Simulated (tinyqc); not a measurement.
Worked calculation: valley splitting of a silicon quantum well in envelope theory. Values are carried at full precision from step to step, so a last printed digit may differ when a step is redone from the rounded ones.

Constants: hbar^2/2m0 = 3.80998211 eV angstrom^2; kB = 8.617333262e-05 eV/K.

Inputs chosen for the exercise (near those of a strained Si well in SiGe; shifted at random, so the results belong to these values and not to a real crystal):
```
symbol  value  unit      meaning
k0      0.833  2 pi/a    valley position
a       5.431  angstrom  lattice constant
ml      0.908  m0        mass along z
F       14     mV/nm     field pressing towards the upper interface
w       0.8    angstrom  interface width parameter
L       56     angstrom  well width
V0      0.2    eV        conduction offset
C0      0.261            Bloch overlap factor
Yb      0.32             Ge share of the barrier
Yw      0.02             Ge share of the well
ad      150    angstrom  dot radius
```

## Wave number and lengths

q = 2 k0 (2 pi/a), its wavelength, the field length (c/(ml e F))^(1/3) with c = hbar^2/2m0 and 1 mV/nm = 1e-4 eV/angstrom, and the damping factor y/sinh(y), y = pi q w, of a step smoothed as 1/(1 + exp(z/w)).

q = 1.9274 1/angstrom
wavelength = 3.260 angstrom
field length = 14.4 angstrom
damping factor = 0.0763

## The envelope

The well lies at 0 < z < L; U(z) = V0 [1/(1 + exp(z/w)) + 1/(1 + exp((L - z)/w))] - e F z, 1 mV/nm = 1e-4 eV/angstrom. The envelope psi solves -(c/ml) psi'' + U psi = E psi, c = hbar^2/2m0, by three-point differences on a grid of 0.1 angstrom from -40 to L + 40 angstrom. The two valleys at +/- k0 couple through D = C0 times the integral of exp(-i q z) U(z) psi^2, q = 2 k0 (2 pi/a), and split by Ev = 2|D|.

Two lowest levels, mean position, and psi^2 at both interfaces.

levels (meV): [-37.31, 1.44]

<z> = 38.4 angstrom
psi^2 at z = 0 and L (1/angstrom): [8.28e-05, 0.00657]

The field makes psi^2 at the upper interface 79.3 times that at the lower one. The orbital spacing is 38.8 meV.

## Contributions to the coupling

Split D into the lower barrier, the upper barrier and the field term.

Parts of D (micro-eV):
```
part             real  imaginary    size
lower barrier   0.175      0.076   0.191
upper barrier  -2.907    -14.782  15.065
field term     -0.008     -0.165   0.165
```

## Valley splitting and phase

The inter-valley coupling D is the sum of the complex parts; Ev = 2|D|, the valley phase is arg D, and kB T equals Ev at T = Ev/kB.

Ev = 30.2 micro-eV
phase = -1.75 rad
T = 0.35 K

The upper barrier gives the largest part.

## Alloy disorder

Random alloy: with Y(z) = Yw + (Yb - Yw) B(z), B the bracket in U, and in-plane density exp(-r^2/ad^2)/(pi ad^2), D gains a random complex part of variance sigma^2 = (C0^2/pi)(a^2 V0/(8 ad (Yb - Yw)))^2 (4/a) times the integral of psi^4 Y (1 - Y). Alone it gives a mean splitting sqrt(pi) sigma; together with the smooth part the rms splitting is 2 sqrt(|D|^2 + sigma^2).

Give the integral, sigma, the mean splitting from disorder alone and the rms total.

integral = 0.000589 1/angstrom
sigma = 50.3 micro-eV
sqrt(pi) sigma = 89.1 micro-eV
rms splitting = 105.0 micro-eV

|D|/sigma = 0.30: disorder dominates, so the splitting scatters from dot to dot down to zero.

## Checks

- Lowest level for sharp walls and no field against the square well, meV: both 9.7.
- Size of one barrier part in that case against C0 V0 psi(0)^2/sqrt(q^2 + 4 kappa^2), micro-eV: both 39.

Computed by tinyqc, a small Python program: `OMP_NUM_THREADS=1 python tinyqc.py 1252194 1252195 out.jsonl` (the numbers bound the seed that draws the inputs); one thread of a shared host (Intel(R) Xeon(R) Processor @ 2.30GHz), about 0.1 s for the whole set of steps.
